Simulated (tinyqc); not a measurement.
# Lossy on-chip transmission line with skin effect: effects of single changes

A uniform line in a homogeneous dielectric: c = sqrt(er)/(c0 Z0), l = Z0 sqrt(er)/c0 (c0 = 299792458 m/s), g = w c td, w = 2 pi f. The resistance joins its limits as r = sqrt(r_dc^2 + r_hf^2), with r_dc = rho/(wd th), r_hf = kr rho/(2 delta (wd + th)), delta = sqrt(rho/(pi f mu0)), mu0 = 4 pi 1e-7 H/m; this is an interpolation, and internal inductance, up to 0.05 nH/mm at low frequency, is neglected.

Values chosen for this exercise:

| symbol | value | unit | meaning |
|---|---|---|---|
| wd | 1.1 | um | width of the strip |
| th | 1.1 | um | thickness of the strip |
| rho | 2 | uohm cm | resistivity |
| er | 3.5 |  | relative permittivity |
| td | 0 |  | loss tangent |
| Z0 | 50 | ohm | lossless impedance sqrt(l/c) |
| kr | 2 |  | factor for crowding and the return path |
| len | 1.7 | mm | length |
| Rg | 10 | ohm | source resistance |
| RL | 50 | ohm | load resistance |
| CL | 20 | fF | load capacitance |
| f | 0.68 | GHz | frequency |

Each table varies one quantity; the others keep the values above.

## Line properties against frequency

gamma = sqrt((r + i w l)(g + i w c)) = alpha + i beta, Zc = sqrt((r + i w l)/(g + i w c)), roots with positive real part; loss 8.685889638 alpha in dB; phase velocity w/beta. ZL = 1/(1/RL + i w CL); reflection (ZL - Zc)/(ZL + Zc); Zin = Zc (ZL + Zc tanh(gamma len))/(Zc + ZL tanh(gamma len)); H = V_load/V_source = [Zin/(Zin + Rg)]/[cosh(gamma len) + (Zc/ZL) sinh(gamma len)].

Line properties against frequency:
```
f (GHz)	r (ohm/mm)	r/(w l)	loss (dB/mm)	|Zc| (ohm)	phase velocity over c0	length in wavelengths	|H| (dB)
0.01	16.534	843.36	0.069894	1452.0	0.026015	0.0021798	-4.9209
0.03	16.544	281.29	0.12095	838.58	0.044992	0.0037811	-4.9225
0.09	16.573	93.930	0.20894	484.60	0.077583	0.0065781	-4.9274
0.3	16.676	28.354	0.37798	266.33	0.13948	0.012196	-4.9444
0.8	16.919	10.788	0.60415	164.57	0.21974	0.020644	-4.9832
2	17.488	4.4601	0.91014	106.90	0.32027	0.035411	-5.0668
7	19.682	1.4342	1.4584	66.114	0.45597	0.087054	-5.2892
20	24.484	0.62444	2.0375	54.290	0.51210	0.22146	-5.4354
60	35.384	0.30081	3.0399	51.095	0.52870	0.64353	-6.8876
```

What does the table show?

r equals w l at 10.8 GHz: below it |Zc| and the delay grow as in an RC line, above it |Zc| tends to Z0 = 50 ohm and the velocity to 1/sqrt(er) = 0.535 c0. The loss goes as f^(0.50) between the first two rows and f^(0.36) between the last two. |H| is -4.92 dB in the first row and -6.89 dB in the last; between rows it can pass through resonances that the table doesn't show.

## Effect of the loss tangent

Same model as above.

The same in every row: r (ohm/mm) = 16.861; r/(w l) = 12.648.

Effect of the loss tangent:
```
td	loss (dB/mm)	|Zc| (ohm)	phase velocity over c0	length in wavelengths	|H| (dB)
0	0.55983	178.10	0.20433	0.018872	-4.9741
0.001	0.56014	178.10	0.20442	0.018863	-4.9742
0.002	0.56044	178.10	0.20451	0.018854	-4.9743
0.005	0.56135	178.09	0.20480	0.018828	-4.9747
0.01	0.56287	178.09	0.20527	0.018785	-4.9754
0.02	0.56592	178.08	0.20622	0.018698	-4.9767
0.04	0.57206	178.02	0.20813	0.018527	-4.9794
```

What does the comparison show?

As td goes from 0 to 0.04, the loss rises from 0.560 to 0.572 dB/mm, |Zc| stays near 178 ohm and |H| goes from -4.97 to -4.98 dB, with its highest value among the rows, -4.97 dB, at td = 0. In the low-loss estimate the dielectric part g Z0/2 equals the conductor part r/(2 Z0) at td = 12.6.

tinyqc, about 0.01 s, one thread, Intel Xeon 2.30GHz (shared host): `OMP_NUM_THREADS=1 python tinyqc.py 2810141 2810142 out.jsonl`
